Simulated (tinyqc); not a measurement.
Biaxially strained (001) channel, valley splitting in an inversion layer: two steps of the calculation.

A thin layer grown on a relaxed buffer is stretched in the plane. The two valleys with their long axis along the growth direction (D2) sink against the four in-plane ones (D4); confinement in a triangular well splits them too. Only the lowest subband of each set is kept; one relaxation time, so the weakening of intervalley scattering is left out.

Parameters, values chosen for the exercise; values close to those of silicon on relaxed silicon-germanium: temperature T = 300 K; germanium share of the relaxed buffer x = 0.21; lattice mismatch per unit x b1 = 0.0418; elastic constant c11 = 166 GPa; elastic constant c12 = 62.2 GPa; shear deformation potential Xu = 8.77 eV; longitudinal mass ml = 0.926 m0; transverse mass mt = 0.19 m0; inversion density Ns = 7.5e12 cm^-2.

Constants: q = 1.602176634e-19 C, kB = 1.380649e-23 J/K, Vt = kB T/q. Results are converted to the units shown.

Question 1. Strain, stress and splitting. e_par = b1 x, e_perp = -2 (c12/c11) e_par, splitting D = Xu (e_par - e_perp), in-plane stress (c11 + c12 - 2 c12^2/c11) e_par.

Wanted: e_par; e_perp; D; stress.

Answer 1.

e_par = 0.87780 %
e_perp = -0.65782 %
D = 134.67 meV
stress = 1.5940 GPa

Question 2. Share of the light valleys and conductivity mass. EF solves Ns = N2 ln(1 + exp((EF - E2)/Vt)) + N4 ln(1 + exp((EF - E4)/Vt)); f2 is the share in D2, and 1/mc = f2/mt + (1 - f2)(1/mt + 1/ml)/2.

EF = 0.17039130 eV
E2 = 0.12779954 eV
N2 = 4.1036937e12 cm^-2

Give: f2; mc.

Answer 2.

f2 = 0.9978
mc = 0.1902 m0

Numbers from tinyqc (`OMP_NUM_THREADS=1 python tinyqc.py 2530042 2530043 out.jsonl`; about 0.01 s on one thread of a shared Intel Xeon 2.30GHz).
